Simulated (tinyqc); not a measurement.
## Voltage acceleration of oxide breakdown, four models on the same data: lifetime against voltage in four models

Field E = V/tox in MV/cm. Models: ln(t63/1 s) = a - c X with X = E (E model), -1/E (1/E model), ln V (power law, c the exponent n) or sqrt(E).

a and c were fitted to stress data from 3.82 to 5.14 V. Project to Vu, multiply by exp[(Ea q/kB)(1/Tu - 1/Ts)] and by ks; ten years are 3.15576e8 s.

Parameters, values chosen for the exercise:

| symbol | value | unit | meaning |
|---|---|---|---|
| tox | 5.2 | nm | oxide thickness |
| Ts | 373 | K | stress temperature |
| Tu | 358 | K | use temperature |
| Ea | 0.93 | eV | activation energy |
| ks | 5.1e-6 |  | factor for area and percentile |

Constants: q = 1.602176634e-19 C, kB = 1.380649e-23 J/K. Results are converted to the units shown.

| model | c | a |
|---|---|---|
| E | 5.10564 | 51.9741 |
| 1/E | 369.950 | -35.5875 |
| power | 43.6996 | 73.2007 |
| sqrt E | 29.9151 | 95.6340 |

Lifetime against voltage in four models:

| Vu (V) | log10 years, E | log10 years, 1/E | log10 years, power | log10 years, sqrt E |
|---|---|---|---|---|
| 1.76 | 2.802 | 19.75 | 8.797 | 5.367 |
| 2.15 | 1.139 | 11.14 | 4.998 | 2.851 |
| 2.53 | -0.4812 | 5.302 | 1.909 | 0.6111 |
| 2.92 | -2.144 | 0.8915 | -0.8114 | -1.519 |
| 3.3 | -3.765 | -2.403 | -3.133 | -3.461 |
| 3.69 | -5.428 | -5.079 | -5.253 | -5.341 |
| 4.07 | -7.048 | -7.193 | -7.113 | -7.079 |
| 4.46 | -8.711 | -8.988 | -8.850 | -8.781 |

The four agree within 0.28 decades in the last row, inside the stress range, and part by 16.9 decades in the first. The local exponent -d ln t/d ln V is c E for the E model, which shrinks as V falls, constant for the power law, and c/E for the 1/E model, which grows as V falls.

Range of the model: All four laws are empirical fits; none is established far below the stress range.

Numbers from tinyqc (`OMP_NUM_THREADS=1 python tinyqc.py 2070049 2070050 out.jsonl`; about 0.01 s on one thread of a shared Intel Xeon 2.30GHz).
